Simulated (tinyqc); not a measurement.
Inside a calculation. Method: plane-wave Kohn-Sham cycle with exchange-only LDA in a layered model solid. One step of it, computed by the program tinyqc.

Question. Iteration 2: potential. V_H(G) = 4 pi rho(G)/G^2 for G != 0 (uniform background); v_x = -(3 rho/pi)^(1/3); V = V_ext + V_H + v_x; Fourier components f(G_m) = (1/N) sum_j f(x_j) exp(-i G_m x_j).

A solid whose potential varies along x alone (atomic units):
```
parameter                      value
period a                   10.700000
cross-section of the cell  20.000000
electrons per cell                 2
grid points                       16
plane waves -n..n, n               3
k points                           2
V1 in V1 cos(2 pi x/a)     -0.240000
```

density after iteration 1 (e/bohr^3): 0.01086402  0.01047827  0.00964912  0.00897662  0.00873975  0.00881777  0.00898539  0.00911052  0.00915382  0.00911052  0.00898539  0.00881777  0.00873975  0.00897662  0.00964912  0.01047827

Give: Potentials on the grid; V(G_m), m = 0, 1, 2, ....

Answer.

Potentials on the grid (hartree):
```
x          V_ext      V_H      v_x        V
0.0000   -0.2400   0.0308  -0.2181  -0.4273
0.6687   -0.2217   0.0267  -0.2155  -0.4105
1.3375   -0.1697   0.0165  -0.2096  -0.3629
2.0063   -0.0918   0.0044  -0.2047  -0.2921
2.6750         0  -0.0057  -0.2028  -0.2086
3.3438    0.0918  -0.0126  -0.2034  -0.1242
4.0125    0.1697  -0.0166  -0.2047  -0.0516
4.6813    0.2217  -0.0185  -0.2057  -0.0024
5.3500    0.2400  -0.0191  -0.2060   0.0149
6.0187    0.2217  -0.0185  -0.2057  -0.0024
6.6875    0.1697  -0.0166  -0.2047  -0.0516
7.3563    0.0918  -0.0126  -0.2034  -0.1242
8.0250         0  -0.0057  -0.2028  -0.2086
8.6937   -0.0918   0.0044  -0.2047  -0.2921
9.3625   -0.1697   0.0165  -0.2096  -0.3629
10.0312  -0.2217   0.0267  -0.2155  -0.4105
```

V(G_m), m = 0, 1, 2, ... (hartree): -0.2073  -0.1103  0.0006  -0.0003  0.0000  0.0000  0.0000
